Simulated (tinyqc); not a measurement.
Worked calculation: RKS/LDA (PW92) in the sto-6g basis, for BeH2, spin multiplicity 1. One step of it, computed by the program tinyqc.

Problem. Iteration 22 (converged): orbitals. Diagonalise F' = X^T F X, C = X C', fill 3 alpha and 3 beta electrons from the bottom; D = 2 C_occ C_occ^T. Each column has its largest component positive (the first on a tie).

converged F (hartree):
```
            1Be 1s     1Be 2s   1Be 2px    1Be 2py    1Be 2pz      2H 1s      3H 1s
1Be 1s   -3.676902  -1.059854  0.000000   0.000000   0.000980  -0.256510  -0.256510
1Be 2s   -1.059854  -0.473386  0.000000   0.000000  -0.002369  -0.246792  -0.246792
1Be 2px   0.000000   0.000000  0.004193   0.000000   0.000000   0.000000   0.000000
1Be 2py   0.000000   0.000000  0.000000  -0.104154   0.000000  -0.189000   0.189000
1Be 2pz   0.000980  -0.002369  0.000000   0.000000   0.003511  -0.014663  -0.014663
2H 1s    -0.256510  -0.246792  0.000000  -0.189000  -0.014663  -0.164298  -0.032597
3H 1s    -0.256510  -0.246792  0.000000   0.189000  -0.014663  -0.032597  -0.164298
```

X:
```
            1Be 1s     1Be 2s   1Be 2px    1Be 2py    1Be 2pz      2H 1s      3H 1s
1Be 1s    1.027194  -0.148425  0.000000   0.000000  -0.001431   0.017225   0.017225
1Be 2s   -0.148425   1.221784  0.000000   0.000000   0.018109  -0.284155  -0.284155
1Be 2px   0.000000   0.000000  1.000000   0.000000   0.000000   0.000000   0.000000
1Be 2py   0.000000   0.000000  0.000000   1.324777   0.000000  -0.401960   0.401960
1Be 2pz  -0.001431   0.018109  0.000000   0.000000   1.001671  -0.026318  -0.026318
2H 1s     0.017225  -0.284155  0.000000  -0.401960  -0.026318   1.260644  -0.088109
3H 1s     0.017225  -0.284155  0.000000   0.401960  -0.026318  -0.088109   1.260644
```

Give: F' = X^T F X; orbital energies; coefficients C; D after iteration 22.

Solution.

F' = X^T F X (hartree):
```
        1       2      3       4       5       6       7
1  -3.583  -0.585  0.000   0.000   0.000  -0.041  -0.041
2  -0.585  -0.135  0.000   0.000   0.012  -0.174  -0.174
3   0.000   0.000  0.004   0.000   0.000   0.000   0.000
4   0.000   0.000  0.000   0.177   0.000  -0.272   0.272
5   0.000   0.012  0.000   0.000   0.005  -0.017  -0.017
6  -0.041  -0.174  0.000  -0.272  -0.017   0.059  -0.078
7  -0.041  -0.174  0.000   0.272  -0.017  -0.078   0.059
```

orbital energies (hartree): MO1 -3.682, MO2 -0.262, MO3 -0.228, MO4 0.002, MO5 0.004, MO6 0.210, MO7 0.542

coefficients C:
```
            MO1     MO2     MO3     MO4    MO5     MO6     MO7
1Be 1s    0.989  -0.229   0.000   0.033  0.000  -0.214   0.000
1Be 2s    0.044   0.611   0.000  -0.143  0.000   1.132   0.000
1Be 2px   0.000   0.000   0.000   0.000  1.000   0.000   0.000
1Be 2py   0.000   0.000   0.499   0.000  0.000   0.000   1.352
1Be 2pz   0.000   0.018   0.000   0.989  0.000   0.164   0.000
2H 1s    -0.008   0.368   0.415   0.062  0.000  -0.794  -0.948
3H 1s    -0.008   0.368  -0.415   0.062  0.000  -0.794   0.948
```

D after iteration 22:
```
         1Be 1s  1Be 2s  1Be 2px  1Be 2py  1Be 2pz   2H 1s   3H 1s
1Be 1s    2.062  -0.193    0.000    0.000   -0.007  -0.184  -0.184
1Be 2s   -0.193   0.749    0.000    0.000    0.021   0.448   0.448
1Be 2px   0.000   0.000    0.000    0.000    0.000   0.000   0.000
1Be 2py   0.000   0.000    0.000    0.499    0.000   0.415  -0.415
1Be 2pz  -0.007   0.021    0.000    0.000    0.001   0.013   0.013
2H 1s    -0.184   0.448    0.000    0.415    0.013   0.615  -0.075
3H 1s    -0.184   0.448    0.000   -0.415    0.013  -0.075   0.615
```
